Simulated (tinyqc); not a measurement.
Bandgap voltage reference from two bipolar transistors: one step of the calculation.

Two transistors of area 1 and N carry the same current I. Is(T) = Is (T/T0)^eta exp[(Vg0 q/kB)(1/T0 - 1/T)], VBE1 = Vt ln(I/Is(T)) + I rb, VBE2 = Vt ln(I/(N Is(T))) + I rb/N. The amplifier forces I R1(T) = VBE1 - VBE2 + Vos, with R(T) = R (1 + tc (T - T0)) for both resistors, and the output is Vref = VBE1 + I R2(T). Base currents and the Early effect are neglected.

Question. Resistor for zero slope at T0, ideal case. With tc = 0, Vos = 0 and rb = 0 the current is proportional to T, dVBE/dT = (VBE - Vg0 - (eta - 1) Vt)/T, and Vref has zero slope at T0 when Vref = Vg0 + (eta - 1) Vt0. Find VBE1, its slope, that Vref, R2/R1 and the curvature d2Vref/dT2 = -(eta - 1) kB/(q T0).

Inputs (values chosen for the exercise); values of the order met in silicon bipolar transistors:
```
symbol    value  unit                                                   meaning
T0          298     K                                     reference temperature
Vg0       1.185     V                      band-gap voltage extrapolated to 0 K
eta         4.3                  temperature exponent of the saturation current
Is      5.1e-17     A           saturation current of the unit transistor at T0
N             8                             area ratio of the second transistor
R1           34  kohm  resistor across which the difference of VBE falls, at T0
```

Constants: q = 1.602176634e-19 C, kB = 1.380649e-23 J/K. Results are converted to the units shown.

Find: VBE1; dVBE/dT; Vref; R2/R1; curvature.

Answer.

VBE1 = 0.6202 V
dVBE/dT = -2.180 mV/K
Vref = 1.270 V
R2/R1 = 12.16
curvature = -0.9543 uV/K^2

Computed by the program tinyqc: `OMP_NUM_THREADS=1 python tinyqc.py 2062058 2062059 out.jsonl`, one thread of a shared Intel Xeon 2.30GHz, about 0.02 s for the whole run.
